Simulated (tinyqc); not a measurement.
Metal-induced gap states at the contact of a metal chain and a two-band chain, step by step. Values are carried at full precision from step to step, so a last printed digit may differ when a step is redone from the rounded ones.

The semiconductor alternates sites A at -Eg/2 and C at +Eg/2 with hopping -t; the gap runs from -Eg/2 to Eg/2. In the gap cosh(q a) = 1 + (Eg^2/4 - E^2)/(2 t^2) and the amplitude changes by -exp(-q a) a period. The metal has site energy 0 and hopping -tm; its end site has g_m = (E - i sqrt(4 tm^2 - E^2))/(2 tm^2). Sites 1, 2, ... count into the semiconductor, with energies e1, e2 alternating. The clean half chain has g1 = 1/(E - e1 - t^2 g2), g2 = 1/(E - e2 - t^2 g1), decaying root. With the contact G11 = 1/(1/g1 - tc^2 g_m), and the density on site j is -Im G_jj/pi = |psi_j/psi_1|^2 (-Im G11/pi), per spin, with psi_2/psi_1 = -t g2, psi_3/psi_2 = -t g1.

Constants: e^2/(4 pi eps0) = 14.39964547 eV angstrom.

Values chosen for the exercise (gap and optical dielectric constant near those of GaN; the chain itself is a model; shifted at random, so the results belong to these values and not to a real crystal): Eg = 3.21 eV (gap); t = 1.83 eV (hopping in the semiconductor); a = 3.19 angstrom (period (two sites); one chain for each area a^2); E = 0.9 eV (energy from mid-gap); tm = 2.72 eV (hopping in the metal); tc = 0.96 eV (hopping across the contact); end = C (site that touches the metal); eps = 5.5 (dielectric constant).

## Decay in the gap

Form cosh(q a), l = exp(-q a), q and the decay length 1/(2q) of the density.

cosh(q a) = 1.26367
l = 0.49110
q = 0.22292 1/angstrom
xi, the decay length of the density = 2.243 angstrom

## Green functions

The decaying root is g1 = (1 - l)/(E - e1), g2 = (1 - l)/(E - e2), l = exp(-q a). Form them, g_m and G11.

g1, g2 (1/eV): -0.72184  0.20315

g_m = 0.06082-0.36258i 1/eV
G11 = -0.65839-0.15263i 1/eV

## Density site by site

D1 = -Im G11/pi, D2 = (t g2)^2 D1, and each further period multiplies by l^2. The sum over all sites is (D1 + D2)/(1 - l^2). The Green functions stand in the order g1, g2.

density on sites 1 to 8 (1/eV): 0.04858  0.00672  0.01172  0.00162  0.00283  0.00039  0.00068  0.00009

Ds, the density per spin summed over the semiconductor = 0.07288 1/eV

The first period holds 76 % of the gap states at this energy.

## Pinning factor

Gap states per area N = 2 Ds/a^2 (two spins). Charge in them sits a distance xi from the metal, so S = 1/(1 + 4 pi e^2 N xi/eps), e^2 meaning e^2/(4 pi eps0); S is the change of the barrier per change of the metal work function.

N = 1.432e+14 1/(eV cm^2)
4 pi e^2 N xi/eps = 1.0569
S = 0.4862

Partial pinning, between the Bardeen (0) and Schottky (1) limits.

## Checks

- g1 from the closed form against decimation: both -0.721844.

(tinyqc, `OMP_NUM_THREADS=1 python tinyqc.py 1480436 1480437 out.jsonl`, Intel(R) Xeon(R) Processor @ 2.30GHz, 1 thread, shared host, about 0.01 s.)
